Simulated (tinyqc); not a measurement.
Non-radiative capture by multiphonon emission, one effective mode. Changing the temperature T. Computed by tinyqc, a small Python program. Command: `OMP_NUM_THREADS=1 python tinyqc.py 3027387 3027388 out.jsonl capture sweep`. One thread of a shared host (Intel(R) Xeon(R) Processor @ 2.30GHz), about 0.03 s of CPU time with the checks.

The initial state (free carrier plus empty centre) lies dE above the final state; both have the same frequency and are displaced by dQ.

Inputs (values chosen for the exercise, for a model semiconductor):

| quantity | value | unit |
|---|---|---|
| energy released dE | 0.225 | eV |
| phonon energy hbar omega | 22.8 | meV |
| Huang-Rhys factor S | 2.81 | - |
| electron-phonon coupling W | 0.0066 | eV/(u^(1/2) angstrom) |
| cell volume V | 2120 | angstrom^3 |
| degeneracy g | 2 | - |
| broadening b | 20 | meV |
| carrier mass m | 0.451 | m_0 |
| dielectric constant eps | 11 | - |
| defect density N_t | 6e+16 | cm^-3 |

Centre: repulsive.

Constants: hbar^2/u = 4.18015928e-03 eV angstrom^2; k_B = 8.617333262e-05 eV/K; hbar = 6.582119569e-16 eV s; Ry = 13.605693123 eV; k_B = 1.380649e-23 J/K; m_0 = 9.1093837015e-31 kg.

Method:
- dQ = sqrt(2 S (hbar^2/u)/hbar omega); relaxation energy lambda = S hbar omega; phonons needed P = dE/hbar omega; classical barrier E_b = (dE - lambda)^2/(4 lambda); occupation n = 1/(exp(hbar omega/k_B T) - 1).
- Huang-Rhys weight for a net emission of p phonons: L_p = exp(-S (2n + 1)) ((n + 1)/n)^(p/2) I_p(2 S sqrt(n (n + 1))), I_p the modified Bessel function.
- M_p = sum_m w_m <m_i|Q|(m + p)_f>^2 with Q counted from the final minimum and Boltzmann weights w_m for m = 0..24; <m_i|Q|k_f> = sqrt((hbar^2/u)/(2 hbar omega)) [sqrt(k) <m|k-1> + sqrt(k+1) <m|k+1>], with overlaps of oscillators displaced by d = sqrt(2 S) summed on 1500 points from -16 to 16 + d.
- The delta function is a Gaussian of standard deviation b at dE - p hbar omega.
- C_0 = V (2 pi/hbar) g W^2 sum_p M_p Gaussian_p. The sum runs over the seven p from round(P) - 3 to round(P) + 3; 1 angstrom^3 = 1e-24 cm^3.
- Sommerfeld factor of a repulsive centre: s(k) = 2 pi nu/(exp(2 pi nu) - 1), nu = sqrt(Ry*/E), Ry* = Ry m/eps^2, averaged over (2/sqrt(pi)) sqrt(x) exp(-x) dx with x = E/k_B T = t^2 (trapezoid, t to 6 in steps of 0.01).
- C = s C_0; v = sqrt(3 k_B T/m); sigma = C/v; tau = 1/(C N_t).

One run for each value:

| temperature T (K) | capture coefficient C (cm^3/s) | C_0 (cm^3/s) | Sommerfeld factor s | cross-section sigma (cm^2) |
|---|---|---|---|---|
| 60 | 4.1191e-14 | 3.9427e-10 | 1.0447e-04 | 5.2961e-21 |
| 83 | 1.5480e-13 | 4.4647e-10 | 3.4671e-04 | 1.6922e-20 |
| 120 | 6.8595e-13 | 6.0250e-10 | 1.1385e-03 | 6.2363e-20 |
| 160 | 2.2181e-12 | 8.6405e-10 | 2.5671e-03 | 1.7464e-19 |
| 220 | 8.0735e-12 | 1.4198e-09 | 5.6863e-03 | 5.4210e-19 |
| 310 | 3.0446e-11 | 2.5381e-09 | 1.1995e-02 | 1.7222e-18 |
| 430 | 9.5422e-11 | 4.2882e-09 | 2.2252e-02 | 4.5830e-18 |
| 600 | 2.5738e-10 | 6.7025e-09 | 3.8400e-02 | 1.0465e-17 |

Describe and explain the trends.

Over the rows, capture coefficient C (cm^3/s) rises from 4.12e-14 to 2.57e-10 (exponent d ln y / d ln x 4.1 between the first rows and 3.0 between the last); C_0 (cm^3/s) rises from 3.94e-10 to 6.70e-9 (exponent d ln y / d ln x 0.38 between the first rows and 1.3 between the last); Sommerfeld factor s rises from 1.04e-4 to 0.0384 (exponent d ln y / d ln x 3.7 between the first rows and 1.6 between the last). The classical barrier (dE - S hbar omega)^2/(4 S hbar omega) is 0.101 eV and hbar omega/k_B is 265 K; well below that temperature C_0 is the tunnelling rate from the lowest level.

Caution (rows 60.0, 83.0, 120, 160, 220, 310, 430): the largest term is not the one nearest energy conservation, so C_0 depends strongly on the broadening b.

Extremes, crossings and ranges named in words are read from the listed rows.
